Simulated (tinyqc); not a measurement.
Extrapolating accelerated tests: lateral field, substrate current, probability of reaching the oxide barrier and hot-carrier lifetime of a silicon transistor (pseudo-two-dimensional and lucky-electron models). Computed by tinyqc, a small Python program. Command: `OMP_NUM_THREADS=1 python tinyqc.py 3021348 3021349 out.jsonl hotcar walk`. One thread of a shared host (Intel(R) Xeon(R) Processor @ 2.30GHz), about 0.01 s of CPU time with the checks.

Local-field models: a lucky carrier gains its energy at the peak field over a path free of collisions. Voltages are magnitudes.

Inputs (values chosen for the exercise, modelled on a silicon n-channel):
```
quantity,value,unit
channel length L,2000,nm
oxide thickness t,34,nm
junction depth x_j,380,nm
mobility mu,380,cm^2/(V s)
saturation velocity v_s,0.84,1e7 cm/s
threshold voltage V_T,0.42,V
gate voltage V_G,4.2,V
drain voltage V_D,9.6,V
ionisation prefactor A_i,1.8e+06,1/cm
ionisation field B_i,1.78,MV/cm
hot-carrier mean free path lambda,7.7,nm
oxide barrier phi_b,3.1,eV
interface-trap threshold phi_it,3.7,eV
lifetime constant H,400,s microampere/micrometre
```

Drain: abrupt.

Constants: eps_0 = 8.8541878128e-12 F/m.

Method:
- C_ox = 3.9 eps_0/t; F_sat = 2 v_s/mu; V_Dsat = V_ov F_sat L/(V_ov + F_sat L), V_ov = V_G - V_T; I_D/W = C_ox v_s (V_ov - V_Dsat).
- Scale length l = 0.22 t^(1/3) x_j^(1/2) (all in cm); F_m = sqrt(((V_D - V_Dsat)/l_e)^2 + F_sat^2), with l_e = l; length of the velocity-saturated region l_e ln((V_D - V_Dsat)/(l_e F_sat) + F_m/F_sat).
- Substrate current I_sub/I_D = (A_i/B_i)(V_D - V_Dsat) exp(-B_i/F_m); probability of reaching the oxide barrier exp(-phi_b/(e lambda F_m)); lifetime tau = (H/(I_D/W)) exp(phi_it/(e lambda F_m)).
- V_10 solves tau = 3.156e8 s at the given V_G. The extrapolation fits ln(tau) against 1/V_D at 1, 1.08, 1.16 and 1.25 times the given V_D (rounded to 3 digits) by least squares and reads off the same tau.

V_Dsat = 2.64799 V

Stress points:
```
V_D (V),1/V_D (1/V),tau (s)
9.6,0.10417,4.8738e+06
10.4,0.09615,1.1755e+06
11.1,0.09009,4.2063e+05
12.0,0.08333,1.4020e+05
```

ten-year drain voltage V_10 = 7.9715 V

V_10 from the 1/V_D extrapolation = 7.7642 V

What does the comparison show, and why?

The extrapolation is 207 mV below the true value: ln(tau) is nearly linear in 1/(V_D - V_Dsat), not in 1/V_D, so the straight line errs on the safe side when one extrapolates down.

Extremes, crossings and ranges named in words are read from the listed rows.
